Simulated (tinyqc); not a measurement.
Worked calculation: physical sputtering: collision-cascade yield, angular dependence, faceting and resputtering in deposition. Computed by tinyqc, a small Python program that keeps every step. Command: `OMP_NUM_THREADS=1 python tinyqc.py 3019368 3019369 out.jsonl sputter walk`. One thread of a shared host (Intel(R) Xeon(R) Processor @ 2.30GHz), about 0.01 s of CPU time with the checks. Intermediate numbers are printed to about 7 digits and carried at full precision; extremes and crossings named in words are read from the listed rows.

Ions start collision cascades; atoms that reach the surface with more than U leave. The target is amorphous or fine-grained.

Inputs (values chosen for the exercise, modelled on krypton ions on tungsten):
```
quantity,value,unit
ion Z1,36,-
ion mass M1,83.8,u
target Z2,74,-
target mass M2,183.8,u
surface binding energy U,8.9,eV
target density N,63.2,1/nm^3
fit factor Q,0.74,-
ion energy E,6900,eV
current density J,1.6,mA/cm^2
angular exponent f,2.2,-
angle of the largest yield,62,degrees
angle of incidence,65,degrees
"deposition rate over sputter rate on a flat surface, D/S",3.8,-
```

Constants: e = 1.602176634e-19 C.

## Yield at normal incidence

gamma = 4 M1 M2/(M1 + M2)^2; threshold E_th = 6.7 U/gamma for M1 >= M2, else U (1 + 5.7 M1/M2)/gamma. eps = 0.03255 M2 E/(Z1 Z2 (M1 + M2) z), z = (Z1^(2/3) + Z2^(2/3))^(1/2), E in eV; s_n = 3.441 sqrt(eps) ln(eps + 2.718)/(1 + 6.355 sqrt(eps) + eps (6.882 sqrt(eps) - 1.708)); S_n = 84.78 Z1 Z2 M1 s_n/((M1 + M2) z) in eV angstrom^2; alpha = 0.249 (M2/M1)^0.56 + 0.0035 (M2/M1)^1.5 for M1 <= M2, else 0.0875 (M2/M1)^(-0.15) + 0.165 M2/M1; Y0 = 0.042 Q alpha S_n/U [1 - sqrt(E_th/E)]^2.5 (the electronic-loss factor of the full formula is dropped). Erosion rate = Y0 J/(e N); 1 cm^2 = 1e14 nm^2.

energy transfer factor gamma = 0.8603542

threshold E_th = 37.22809 eV

reduced energy eps = 0.01084136

nuclear stopping S_n = 2884.818 eV angstrom^2

alpha = 0.3979283

yield Y0 = 3.312704 atoms per ion

erosion rate = 314.0700 nm/min

The threshold factor is 0.826; the energy cost is 2080 eV per removed atom, 234 times U.

## Oblique incidence

Angular law: Y/Y0 = t^f exp(-f cos(a_opt)(t - 1)), t = 1/cos(angle), largest at a_opt. A plane tilted by the angle recedes along the beam at a speed proportional to Y(angle), and along its own normal as Y cos(angle).

Y/Y0 at the angle = 1.622170

yield at the angle = 5.373770 atoms per ion

normal speed relative to a flat surface = 0.6855588

largest Y/Y0 = 1.642734

## Deposition with resputtering

With a directional flux, net growth along the beam is D - S Y(angle)/Y0. Slopes where Y/Y0 exceeds D/S are etched: solve Y/Y0 = D/S below a_opt, if the largest Y/Y0 exceeds D/S. The normal speed is largest where f (1 - cos(a_opt)/cos(angle)) = 1, cos(angle) = f cos(a_opt)/(f - 1), or at angle 0 if this exceeds 1.

Angle of zero net growth: none: every slope grows

angle of the largest normal speed = 30.60497 degrees

Deposition outweighs sputtering at every angle, so no slope is cut back.

## Yield over energy

The formulas are those given above.

Normal incidence:
```
E (eV),eps,S_n (eV angstrom^2),Y0,Y0 per keV
50,7.856060e-05,382.343,3.699146e-03,0.073983
100,1.571212e-04,529.106,6.977290e-02,0.697729
200,3.142424e-04,726.274,2.460012e-01,1.230006
300,4.713636e-04,869.933,4.081951e-01,1.360650
500,7.856060e-04,1085.326,6.799726e-01,1.359945
1000,1.571212e-03,1445.987,1.175756e+00,1.175756
2000,3.142424e-03,1891.091,1.821159e+00,0.910580
5000,7.856060e-03,2604.993,2.888855e+00,0.577771
10000,1.571212e-02,3220.862,3.823973e+00,0.382397
30000,4.713636e-02,4246.023,5.394375e+00,0.179813
100000,1.571212e-01,5184.255,6.861651e+00,0.068617
```

The yield per keV peaks at 300 eV among these rows, 8 times the threshold, the most economical range for removing atoms. Y0 varies as E^4.24 between the first rows and as E^0.20 at the end, where nuclear stopping is flattening. Caution: the electronic-loss factor, dropped here, would lower the yields at the highest energies slightly.

Checks made by the program: position of the angular maximum (relative difference below 1e-10).
